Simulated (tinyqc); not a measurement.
Fixed charge and work-function difference from two thicknesses.

Question. With a fixed charge q Nf at the interface, Vfb = phi_ms - q Nf tox/(eps0 eox). Find Nf and phi_ms.

Parameters, values chosen for the exercise: relative permittivity of the gate insulator (close to silicon dioxide) eox = 3.9.

Constants: q = 1.602176634e-19 C, eps0 = 8.8541878128e-14 F/cm where lengths are in cm. Results are converted to the units shown.

Vfb at tox = 6.9 and 14 nm (V): -0.64286483  -0.62573477

Solution. Vfb is a straight line in tox: the slope gives Nf and the intercept at zero thickness phi_ms.

Nf = -5.200e10 cm^-2
phi_ms = -0.6595 V

Numbers from tinyqc (`OMP_NUM_THREADS=1 python tinyqc.py 2060170 2060171 out.jsonl`; about 0.01 s on one thread of a shared Intel Xeon 2.30GHz).
